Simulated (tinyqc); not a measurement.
Inside a calculation. Model: octagonal on-chip spiral inductor, lumped pi model.

Numbers from tinyqc (`OMP_NUM_THREADS=1 python tinyqc.py 2302043 2302044 out.jsonl`; about 0.01 s on one thread of a shared Intel Xeon 2.30GHz). Printed values are rounded.

Outer diameter do = di + 2 n wd + 2 (n - 1) sp, mean da = (do + di)/2, fill p = (do - di)/(do + di), length l = 3.314 n da. L = 2.25 mu0 n^2 da/(1 + 3.55 p), mu0 = 4 pi 1e-7 H/m. Rs = rho l/(wd delta (1 - exp(-th/delta))), delta = sqrt(rho/(pi f mu0)). Cs = n wd^2 eps0 eo/hu across the coil. At each end Cox = l wd eps0 eo/(2 ho) leads to the substrate branch Rsi = 2 rs he/(l wd) in parallel with Csi = l wd eps0 11.7/(2 he). With one end grounded Y = 1/(Rs + i w L) + i w Cs + 1/[1/(i w Cox) + 1/(1/Rsi + i w Csi)], w = 2 pi f; Q = -Im Y/Re Y. Eddy currents in neighbouring turns and in the substrate are left out.

Values chosen for this exercise; values of the order met in silicon radio-frequency processes: number of turns n = 1.5; line width wd = 20 um; space between turns sp = 1.5 um; inner diameter di = 80 um; metal thickness th = 3.4 um; metal resistivity rho = 3 uohm cm; oxide below the coil ho = 8 um; oxide between coil and underpass hu = 0.7 um; relative permittivity of the oxide eo = 3; substrate resistivity rs = 1000 ohm cm; effective spreading depth in the substrate he = 50 um; frequency f = 4.6 GHz.

Constants: eps0 = 8.8541878128e-12 F/m. Results are converted to the units shown.

## Geometry and model elements

do, l, L, delta, Rs, Cs, Cox, Rsi and Csi as defined.

do = 141.5 um
l = 550.538 um
L = 0.354824 nH
delta = 1.28529 um
Rs = 0.691597 ohm
Cs = 22.7679 fF
Cox = 18.2796 fF
Rsi = 90820.2 ohm
Csi = 11.4065 fF

Rs is 2.85 times the direct-current value in this empirical form, which overstates the skin effect of a flat slab when delta is near th and so stands in for some current crowding.

## Admittance, quality factor and apparent inductance

Series branch 1/(Rs + i w L), substrate branch, total Y, Q = -Im Y/Re Y, apparent inductance Im(1/Y)/w, metal-only value w L/Rs, share of the loss in the substrate Re(substrate branch)/Re Y.

series branch = 6.5461-97.0687i mS
substrate branch = 0.004174+0.203057i mS
Y = 6.5503-96.2076i mS
Q = 14.6876
apparent inductance = 0.357968 nH
w L/Rs = 14.8285
share of the loss in the substrate = 0.0637257 %

Q is 99.0 % of the metal-only value.
